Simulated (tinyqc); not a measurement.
Trap density from the leakage.

Problem. Trap-assisted leakage is J = q Nt times the integral over x of the rate through one trap. Find Nt, the areal density Nt t and the mean in-plane spacing (Nt t)^(-1/2).

Values chosen for this exercise:
```
symbol,value,unit,meaning
t,5.8,nm,thickness
```

Constants: q = 1.602176634e-19 C. Results are converted to the units shown.

J = 6.3394824e-12 A/cm^2
integral of the rate over x = 0.0030436875 nm/s

Solution. J is proportional to Nt.

Nt = 1.300e17 cm^-3
Nt t = 7.540e10 cm^-2
in-plane spacing = 36.42 nm

Program tinyqc, `OMP_NUM_THREADS=1 python tinyqc.py 2370169 2370170 out.jsonl`; Intel Xeon 2.30GHz, shared host, one thread, about 0.06 s.
